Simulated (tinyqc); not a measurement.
# Biaxially strained (001) channel, valley splitting in an inversion layer, step by step

Computed by the program tinyqc: `OMP_NUM_THREADS=1 python tinyqc.py 2530015 2530016 out.jsonl`, one thread of a shared Intel Xeon 2.30GHz, about 0.01 s for the whole run. Printed values are rounded.

A thin layer grown on a relaxed buffer is stretched in the plane. The two valleys with their long axis along the growth direction (D2) sink against the four in-plane ones (D4); confinement in a triangular well splits them too. Only the lowest subband of each set is kept; one relaxation time, so the weakening of intervalley scattering is left out.

Inputs (values chosen for the exercise); values close to those of silicon on relaxed silicon-germanium:

| symbol | value | unit | meaning |
|---|---|---|---|
| T | 300 | K | temperature |
| x | 0.36 |  | germanium share of the relaxed buffer |
| b1 | 0.0418 |  | lattice mismatch per unit x |
| c11 | 168 | GPa | elastic constant |
| c12 | 63.4 | GPa | elastic constant |
| Xu | 9.16 | eV | shear deformation potential |
| ml | 0.937 | m0 | longitudinal mass |
| mt | 0.195 | m0 | transverse mass |
| F | 0.25 | MV/cm | confining field |
| Ns | 6.8e11 | cm^-2 | inversion density |
| bv | 0.384 | nm | Burgers vector |

Constants: q = 1.602176634e-19 C, kB = 1.380649e-23 J/K, hbar = 1.054571817e-34 J s, m0 = 9.1093837015e-31 kg, Vt = kB T/q, hbar^2/(2 m0) = 0.0380998212 eV nm^2. Results are converted to the units shown.

## Strain, stress and splitting

e_par = b1 x, e_perp = -2 (c12/c11) e_par, splitting D = Xu (e_par - e_perp), in-plane stress (c11 + c12 - 2 c12^2/c11) e_par.

e_par = 1.504800 %
e_perp = -1.135766 %
D = 241.8758 meV
stress = 2.762032 GPa

## Subband edges and densities of states

Levels E(m) = 2.33811 (hbar^2 q^2 F^2/(2 m))^(1/3): E2 = E(ml), E4 = E(mt) + D; N2 = 2 mt kB T/(pi hbar^2), N4 = 4 sqrt(mt ml) kB T/(pi hbar^2).

E2 = 0.06874156 eV
E4 = 0.3578749 eV
N2 = 4.211686e12 cm^-2
N4 = 1.846454e13 cm^-2

Of the gap E4 - E2 = 289 meV, confinement gives 47.3 meV.

## Iteration 1: critical thickness by substitution

h at the start = 10 nm

Critical thickness (Matthews-Blakeslee, 60-degree dislocations): h = bv (1 - nu/4)[ln(h/bv) + 1]/(4 pi e_par (1 + nu)), nu = c12/(c11 + c12). The right side gives h(new); e_par = b1 x.

h after iteration 1 = 6.324729 nm

## Iteration 2: critical thickness by substitution

As before.

h after iteration 2 = 5.644523 nm

## Course of the iteration: critical thickness by substitution

Stop when h changes by less than 1e-7 nm, or after 60 iterations.

Course of the iteration:
```
iteration    h (nm)  |change| (nm)
1          6.324729           3.68
2          5.644523          0.680
3          5.475582          0.169
4          5.430464         0.0451
5          5.418179         0.0123
6          5.414816        3.36e-3
7          5.413894        9.22e-4
8          5.413641        2.53e-4
9          5.413572        6.93e-5
10         5.413553        1.90e-5
11         5.413548        5.22e-6
12         5.413546        1.43e-6
13         5.413546        3.92e-7
14         5.413546        1.08e-7
15         5.413546        2.95e-8
```

Converged in 15 iterations. At the end each change is about 0.27 times the one before: linear convergence.

## Share of the light valleys and conductivity mass

EF = 0.02371298 eV

EF solves Ns = N2 ln(1 + exp((EF - E2)/Vt)) + N4 ln(1 + exp((EF - E4)/Vt)); f2 is the share in D2, and 1/mc = f2/mt + (1 - f2)(1/mt + 1/ml)/2.

f2 = 0.9999339
mc = 0.1950051 m0

Without strain f2 would be 0.577 and mc 0.234 m0, so repopulation alone gains 20 % in mobility.
